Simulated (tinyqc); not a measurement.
Ballistic Schottky-barrier transistor with a one-dimensional channel, WKB contacts: one step of the calculation.

Source Fermi level 0, drain Fermi level -Vd. Far from the contacts Ec = pn - psi, and the gate moves psi one to one; the band edges relax as exp(-x/lam) from pn at the source and pn - Vd at the drain; Ev = Ec - Eg. A carrier of energy w inside the channel band meets at a contact a barrier of height D (the contact edge beyond the channel edge): T = 1 for w >= D, else exp(-S), S = 4 lam sqrt(m/C) [sqrt(D - w) - sqrt(w) arctan sqrt((D - w)/w)], C = hbar^2/(2 m0). The two contacts combine as Ts Td/(Ts + Td - Ts Td).

Task. Transmission of one of the electrons. S and T at both contacts for w = w0, and the tunnelling distance lam ln(D/w) at the higher barrier.

Inputs (values chosen for the exercise); channel values close to those of a silicon nanowire with silicide contacts:
- mn = 0.2 m0 (electron mass)
- lam = 3.6 nm (screening length at the contacts)
- w0 = 0.23 eV (energy of one carrier inside the channel band)

Constants: q = 1.602176634e-19 C, hbar = 1.054571817e-34 J s, m0 = 9.1093837015e-31 kg, hbar^2/(2 m0) = 0.0380998212 eV nm^2. Results are converted to the units shown.

D for electrons (eV): source 0.48000000, drain 0.18000000

Give: S at the source; S at the drain; combined T; tunnelling distance.

Result.

S at the source = 3.7394
S at the drain = 0
combined T = 0.023767
tunnelling distance = 2.6485 nm

Range of the model: No scattering, image-force lowering, channel charge or band-to-band tunnelling; parabolic kappa overstates S deep in the gap.

Program tinyqc, `OMP_NUM_THREADS=1 python tinyqc.py 2390118 2390119 out.jsonl`; Intel Xeon 2.30GHz, shared host, one thread, about 0.09 s.
